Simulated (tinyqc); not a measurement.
What each parameter does: polar nitride quantum well with polarisation fields.

Growth along [0001]. e_par = (a_sub - a)/a, Ppz = 2 e_par (e31 - e33 C13/C33), P = Psp + Ppz in each layer; strain relaxation and the strain shift of the gaps are left out, although thick layers with more than about 1 % mismatch would relax.

In a periodic stack without free charge the potential drop over a period vanishes: F_w = (P_b - P_w) Lb/(eps0 (eps_w Lb + eps_b Lw)), F_b = -F_w Lw/Lb, eps0 = 8.8541878e-12 F/m; 1 MV/cm = 1e8 V/m = 0.01 V/angstrom.

Envelope functions on cells of 0.25 angstrom over barrier, well, barrier (widths Lb, Lw, Lb), psi = 0 beyond, psi'/m continuous (mean mass between points), c = hbar^2/2m0. With u(z) the integral of e F (F_w in the well, F_b = -F_w Lw/Lb in the barriers, 1 MV/cm = 0.01 V/angstrom), zero at the centre of the well, the electron sees u plus Vc in the barriers and the hole -u plus Vv. The transition is Eg + E_e + E_h; excitons are left out.

Constants: hbar^2/2m0 = 3.80998211 eV angstrom^2; hc = 1239.841984 eV nm.

Inputs chosen for the exercise (near those of a GaN well in AlGaN; the results hold for these values, not for the real material):
- a_w = 3.189 angstrom (lattice constant a, well)
- a_b = 3.167 angstrom (lattice constant a, barrier)
- a_sub = 3.167 angstrom (in-plane lattice constant of the stack)
- Psp_w = -0.0327 C/m^2 (spontaneous polarisation)
- Psp_b = -0.0443 C/m^2 (spontaneous polarisation)
- e31_w = -0.353 C/m^2
- e31_b = -0.395 C/m^2
- e33_w = 0.686 C/m^2
- e33_b = 0.903 C/m^2
- C_w = 0.264 (C13/C33)
- C_b = 0.276 (C13/C33)
- eps_w = 10.2 (dielectric constant)
- eps_b = 10.1 (dielectric constant)
- Lw = 32 angstrom (well width)
- Lb = 65 angstrom (barrier width)
- Eg = 3.44 eV (gap of the well)
- Vc = 0.422 eV (conduction offset)
- Vv = 0.199 eV (valence offset)
- me = 0.2 m0 (electron, well)
- meb = 0.234 m0 (electron, barrier)
- mh = 1.97 m0 (hole, everywhere)

Polarisation, field, levels and overlap anew. Each row changes one parameter from the base and keeps the others.

Results:

| case | F_w (MV/cm) | E (eV) | overlap^2 | red shift (meV) |
|---|---|---|---|---|
| base | -1.412 | 3.3712 | 0.10 | 167 |
| Lw = 37 angstrom | -1.343 | 3.3159 | 0.050 | 204 |
| Lb = 90 angstrom | -1.553 | 3.3435 | 0.080 | 195 |
| a_sub = 3.157 angstrom | -1.359 | 3.3808 | 0.12 | 158 |
| Psp_b = -0.0487 C/m^2 | -1.740 | 3.3099 | 0.060 | 229 |
| e33_w = 0.755 C/m^2 | -1.431 | 3.3679 | 0.10 | 171 |
| eps_w = 11.2 | -1.325 | 3.3867 | 0.12 | 152 |
| mh = 1.38 m0 | -1.412 | 3.3833 | 0.13 | 160 |
| Vc = 0.359 eV | -1.412 | 3.3620 | 0.095 | 172 |

The largest shifts from the base row, up to three for each result and ties (the steps differ in size, so this ranks the rows, not the parameters). F_w (MV/cm): Psp_b -0.328, Lb -0.141, eps_w +0.087; unchanged at the printed digits by mh and Vc. E (eV): Psp_b -0.0613, Lw -0.0553, Lb -0.0278. overlap^2: Lw -0.0549, Psp_b -0.0446, mh +0.0251; unchanged at the printed digits by e33_w. red shift (meV): Psp_b +61, Lw +37, Lb +28.

Run: tinyqc, `OMP_NUM_THREADS=1 python tinyqc.py 1251604 1251605 out.jsonl`; Intel(R) Xeon(R) Processor @ 2.30GHz, one thread, shared host; about 0.03 s of CPU time with all checks.
